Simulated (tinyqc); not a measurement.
Thermal displacements in the Debye model: Debye-Waller factors, bond-length spread and the Lindemann rule: one step, computed by the program tinyqc. Command: `OMP_NUM_THREADS=1 python tinyqc.py 3004614 3004615 out.jsonl debyewaller walk`. One thread of a shared host (Intel(R) Xeon(R) Processor @ 2.30GHz), about 0.01 s of CPU time with the checks.

A Debye spectrum with three branches of one velocity, cut at k_B Theta; 4 atoms per cube, nearest neighbours at d = 0.707107 a.

Task: Mean-square displacement. <u_x^2> = (3 hbar^2/(2 M k_B Theta)) int_0^1 s coth(s Theta/(2T)) ds (64 Gauss-Legendre points); it tends to 3 hbar^2/(4 M k_B Theta) at T = 0 and to 3 hbar^2 T/(M k_B Theta^2) at high T. B = 8 pi^2 <u_x^2>.

Inputs (values chosen for the exercise, modelled on nickel): atomic mass M = 58.69 u; Debye temperature Theta = 391 K; temperature T = 150 K.

Structure: fcc.

Constants: hbar^2/u = 4.18015928e-03 eV angstrom^2; k_B = 8.617333262e-05 eV/K.

Give: <u_x^2>; zero-point value; classical value; B factor.

Result:

<u_x^2> = 0.002864 angstrom^2

zero-point value = 0.001585 angstrom^2

classical value = 0.002433 angstrom^2

B factor = 0.2261 angstrom^2

The zero-point value is 55.4 % and the classical value 84.9 % of the full result; the two are limits, not parts that add.
